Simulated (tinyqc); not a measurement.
What each parameter does: coherent potential approximation for a binary alloy with a semi-elliptic band.

Site levels eA = -x d (share 1 - x) and eB = (1 - x) d (share x), so that their mean, the virtual crystal, is 0. Pure band: G0(z) = 2 (z - sqrt(z - W) sqrt(z + W))/W^2 with principal roots, density -Im G/pi per site. The medium has a self-energy S(z), G = G0(z - S), z = E + i eta. t_i = (e_i - S)/(1 - (e_i - S) G); the CPA demands <t> = (1 - x) tA + x tB = 0. Iteration: start at S = 0, set S(new) = S + <t>/(1 + <t> G), stop when |<t>| < 1e-9 eV.

Parameters, chosen for this exercise: W = 3.8 eV (half width of the pure band); x = 0.16 (fraction of B); d = 1.27 eV (eB - eA); eta = 0.076 eV (broadening); E = -1.96 eV (energy).

Converged values at E.

One parameter was then changed.

Results before and after:
```
case     Re S (eV)  Im S (eV)  density (1/eV)
base       -0.0647    -0.0561          0.1395
changed    -0.0806    -0.0741          0.1392
```

Which of these changes was made? (a) d = 1.397 eV; (b) x = 0.21; (c) W = 4.18 eV; (d) E = -1.58 eV; (e) eta = 0.152 eV.

Answer: (b) x = 0.21. Of the candidates, run in turn, only this one gives the changed row.

All candidates:
```
case            Re S (eV)  Im S (eV)  density (1/eV)
base              -0.0647    -0.0561          0.1395
W = 4.18 eV       -0.0579    -0.0568          0.1309
x = 0.21          -0.0806    -0.0741          0.1392
d = 1.397 eV      -0.0777    -0.0641          0.1395
eta = 0.152 eV    -0.0633    -0.0555          0.1364
E = -1.58 eV      -0.0619    -0.0632          0.1476
```

Program tinyqc; command `OMP_NUM_THREADS=1 python tinyqc.py 1451562 1451563 out.jsonl`; about 0.01 s on one thread of a shared Intel(R) Xeon(R) Processor @ 2.30GHz.
